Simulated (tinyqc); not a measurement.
Mesh and choice of bands: charge neutrality level from zone-averaged pseudopotential bands.

Empirical pseudopotential on the fcc lattice, atoms at +/- tau, tau = a (1,1,1)/8, no spin-orbit coupling. H(G,G') = c (2 pi/a)^2 |k + G|^2 delta + VS(q) cos(q.tau) + i VA(q) sin(q.tau), q = G - G', c = hbar^2/2m0; k and G in units of 2 pi/a; VS at |q|^2 = 3, 8, 11 and VA at 3, 4, 11, in rydberg, zero elsewhere. At each k the basis holds all G with |k + G|^2 up to 16; energies are counted from the fourth level at Gamma.

Mesh: k = sum_i (n_i + 1/2)/N b_i, n_i = 0 ... N - 1, b = (-1,1,1), (1,-1,1), (1,1,-1); points with the same sorted |kx|, |ky|, |kz| after folding to the shortest k + G are joined, with their count as weight. Neutrality (branch-point) level: E_N = (1/2) mean over k of [E5 + (E3 + E4)/2], E_n the n-th level from below.

Constants: hbar^2/2m0 = 3.80998211 eV angstrom^2; Ry = 13.60569312 eV.

Values chosen for the exercise (out of a larger set: classic local form factors of the size used for GaP, without spin-orbit coupling; not measured data):
```
symbol  value                   unit      meaning
a       5.451                   angstrom  lattice constant
VS      (-0.216, 0.029, 0.069)  Ry        symmetric form factors
VA      (0.119, 0.071, 0.021)   Ry        antisymmetric form factors
```

E_N with E5 alone, and with (E5 + E6)/2 in its place.

Results:
```
N  joined points  E_N (eV)  E_N, two conduction bands (eV)
1              1    0.7816                          1.4962
2              2    0.5678                          1.2586
3              6    0.8250                          1.1956
4             10    0.7986                          1.2000
5             19    0.8037                          1.1910
```

What does the comparison show, and why?

For scale, the lowest gap of this set is 2.01 eV. Against N = 5 the errors are -22, -236, +21 and -5 meV for N = 1 to 4 (N = 1 is the L point alone). Taking the second conduction band in moves E_N by +0.39 eV, more than the mesh error at N = 2: the definition, not the mesh, limits the estimate. Local form factors place the indirect gaps only to a few tenths of an eV, and E_N moves with them.

Run: tinyqc, `OMP_NUM_THREADS=1 python tinyqc.py 1881133 1881134 out.jsonl`; Intel(R) Xeon(R) Processor @ 2.30GHz, one thread, shared host; about 0.09 s of CPU time with all checks.
